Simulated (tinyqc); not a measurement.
# Double-gate transistor below threshold, two-dimensional Poisson equation on a small mesh, step by step

Numbers from tinyqc (`OMP_NUM_THREADS=1 python tinyqc.py 2480045 2480046 out.jsonl`; about 0.09 s on one thread of a shared Intel Xeon 2.30GHz). Printed values are rounded.

Half of a symmetric double-gate structure: row 0 is the mid-plane of the body, where the normal field vanishes. Mobile charge is neglected (subthreshold), the body is fully depleted, and potentials are counted from the intrinsic level; rows run upward to the gate, columns from source to drain.

Inputs (values chosen for the exercise); semiconductor permittivity close to that of silicon: temperature T = 300 K; relative permittivity of the semiconductor eps_r = 11.9; relative permittivity of the insulator eox = 25; half the body thickness tb = 8 nm; insulator thickness tox = 6.5 nm; channel length L = 35 nm; acceptor density of the depleted body Na = 0 cm^-3; potential of the source Vbi = 0.54 V; gate offset Vfb = 0.05 V; gate voltage Vg = 0 V; drain voltage Vd = 0.7 V.

Constants: q = 1.602176634e-19 C, kB = 1.380649e-23 J/K, Vt = kB T/q, eps0 = 8.8541878128e-14 F/cm where lengths are in cm. Results are converted to the units shown.

## Coefficients of the five-point equations

Mesh: rows i = 0..1 in the semiconductor (step hs = tb/1, row 1 on the interface), then 1 step(s) ho = tox/1 up to the gate row 2; columns j = 0..4 (step hy = L/4). Box integration, divided by eps0: up_i = eps hy/h of the interval above row i, dn_i = that of the interval below (0 for row 0), lat_i = (sum of eps h/2 over the intervals above and below)/hy, s_i = -q Na w_i hy/eps0 with w_i the semiconductor height of the box (hs/2 for row 0 and the interface row, hs between, 0 in the insulator). Each free node obeys (up + dn + 2 lat) psi = up psi(above) + dn psi(below) + lat [psi(left) + psi(right)] + s.

```
row,up,dn,lat,s (V)
0,13.0156,0,5.44,0
1,33.6538,13.0156,14.7257,0
```

## Iteration 1: Jacobi sweep

psi at the start (fixed values on the edges, free nodes linear between source and drain columns) (V):
```
,j=0,j=1,j=2,j=3,j=4
row 0,0.54000,0.71500,0.89000,1.06500,1.24000
row 1,0.54000,0.71500,0.89000,1.06500,1.24000
row 2,-0.05000,-0.05000,-0.05000,-0.05000,-0.05000
```

Free nodes: rows 0..1, columns 1..3, taken row by row from row 0, left to right. t = (up psi(above) + dn psi(below) + lat [psi(left) + psi(right)] + s)/(up + dn + 2 lat), with all neighbours from the previous sweep; psi(new) = t.

psi after iteration 1 (V):
```
,j=0,j=1,j=2,j=3,j=4
row 0,0.54000,0.71500,0.89000,1.06500,1.24000
row 1,0.54000,0.37679,0.47442,0.57205,1.24000
row 2,-0.05000,-0.05000,-0.05000,-0.05000,-0.05000
```

## Iteration 2: Jacobi sweep

As before.

psi after iteration 2 (V):
```
,j=0,j=1,j=2,j=3,j=4
row 0,0.54000,0.53078,0.66364,0.79650,1.24000
row 1,0.54000,0.29639,0.31363,0.49165,1.24000
row 2,-0.05000,-0.05000,-0.05000,-0.05000,-0.05000
```

## Course of the iteration: Jacobi sweep

Stop when the largest change of psi is below 1e-7 V, or after 400 iterations. Fixed values: gate row Vg - Vfb; column 0 at Vbi and the last column at Vbi + Vd in the semiconductor, each running linearly to Vg - Vfb across the insulator.

Course of the iteration:
```
iteration,"psi at row 0, j = 2 (V)",largest |change| of one entry (V)
1,0.89,0.493
2,0.663637,0.269
3,0.472990,0.191
4,0.391564,0.0854
5,0.322022,0.0695
6,0.292325,0.0301
7,0.266963,0.0254
8,0.256133,0.0109
9,0.246884,9.25e-3
...,...,...
24,0.235363,3.39e-6
25,0.235360,2.89e-6
26,0.235359,1.24e-6
27,0.235358,1.06e-6
28,0.235357,4.51e-7
29,0.235357,3.85e-7
30,0.235357,1.64e-7
31,0.235357,1.40e-7
32,0.235357,6.00e-8
```

Converged in 32 iterations. The changes do not fall evenly; from iteration 27 to 32 they shrink by a factor of 1.8 a step on average.

## Barrier, swing and barrier lowering

converged psi (V):
```
,j=0,j=1,j=2,j=3,j=4
row 0,0.54000,0.25688,0.23536,0.51394,1.24000
row 1,0.54000,0.14755,0.10992,0.32692,1.24000
row 2,-0.05000,-0.05000,-0.05000,-0.05000,-0.05000
```

d psi/dVg on row 0: j=0 0.000000, j=1 0.536796, j=2 0.696429, j=3 0.536796, j=4 0.000000
d psi/dVd on row 0: j=0 0.00000, j=1 0.04799, j=2 0.15179, j=3 0.41522, j=4 1.00000

The barrier is read along row 0, the path farthest from the gate. Take the node j of lowest psi: barrier Vbi - psi_j; swing Vt ln 10/(d psi_j/dVg); DIBL = (d psi_j/dVd)/(d psi_j/dVg). The derivatives solve the same equations with s = 0 and a unit change of that voltage.

j = 2
barrier = 0.304643 V
swing = 85.4738 mV/decade
DIBL = 217.948 mV/V

A mesh of 12, 8 and 80 steps (semiconductor, insulator, channel) gives a barrier of 0.372 V, a swing of 81.8 mV a decade and a DIBL of 113 mV/V; the small mesh puts the barrier 18 % below that.
